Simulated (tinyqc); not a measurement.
Spin coating of a resist or spin-on film: centrifugal thinning, evaporation and the final thickness (Emslie and Meyerhofer models). Changing the solids volume fraction c0. Computed by tinyqc, a small Python program. Command: `OMP_NUM_THREADS=1 python tinyqc.py 3110866 3110867 out.jsonl spincoat sweep`. One thread of a shared host (Intel(R) Xeon(R) Processor @ 2.30GHz), about 0.2 s of CPU time with the checks.

A Newtonian film stays uniform over the wafer; solvent and solids have the same density and the concentration is uniform through the thickness.

Inputs (values chosen for the exercise, of the order of those of a polymer resist in an ester solvent): kinematic viscosity of the solvent nu_s = 1.5 mm^2/s; viscosity constant k = 580 mm^2/s; viscosity exponent gamma = 3; spin speed f = 1000 rpm; evaporation rate at 1000 rpm e0 = 0.052 micrometre/s; starting thickness h0 = 300 micrometre; wafer radius R = 150 mm; shrinkage in the bake = 4.6 %.

Method:
- omega = 2 pi f/60; nu(c) = nu_s + k c^gamma; evaporation rate e = e0 sqrt(f/1000 rpm).
- Flow constant K = 2 omega^2/(3 nu(c0)); Reynolds number of the air omega R^2/nu_air with nu_air = 15 mm^2/s.
- Meyerhofer estimate: flow rules until (1 - c0) K h^3 = e, then evaporation alone: h_w = (e/((1 - c0) K))^(1/3), dry film c0 h_w.
- Full model for solids s and liquid l per area, h = s + l, c = s/h: ds/dt = -c Q, dl/dt = -(1 - c) Q - e, Q = 2 omega^2 h^3/(3 nu(c)); integrated adaptively (relative tolerance 1e-9) until l = 0.
- Dry film = s at l = 0, before the bake; film after the bake = s x (1 - shrinkage).

One run for each value:
```
solids volume fraction c0  dry film (nm)  nu(c0) (mm^2/s)  dry film, estimate (nm)  time to dry (s)
0.010                               22.0            1.501                     22.1            50.79
0.016                               35.3            1.502                     35.4            50.58
0.025                               55.6            1.509                     55.6            50.38
0.040                               90.9            1.537                     90.0            50.38
0.063                              151.6            1.645                    146.2            51.41
0.100                              276.2            2.080                    254.3            55.67
0.160                              579.3            3.876                    512.3            67.31
0.250                             1307.3           10.562                   1161.1            87.20
0.400                             3266.3           38.620                   3082.9           111.93
```

Over the rows, dry film (nm) rises from 22.0 to 3270 (exponent d ln y / d ln x 1.0 between the first rows and 1.9 between the last); nu(c0) (mm^2/s) rises from 1.50 to 38.6 (exponent d ln y / d ln x 0.0025 between the first rows and 2.8 between the last); dry film, estimate (nm) rises from 22.1 to 3080 (exponent d ln y / d ln x 1.0 between the first rows and 2.1 between the last). In the estimate the dry film goes as c0 (nu/(1 - c0))^(1/3), so its exponent rises above 1 once the solids raise the viscosity.
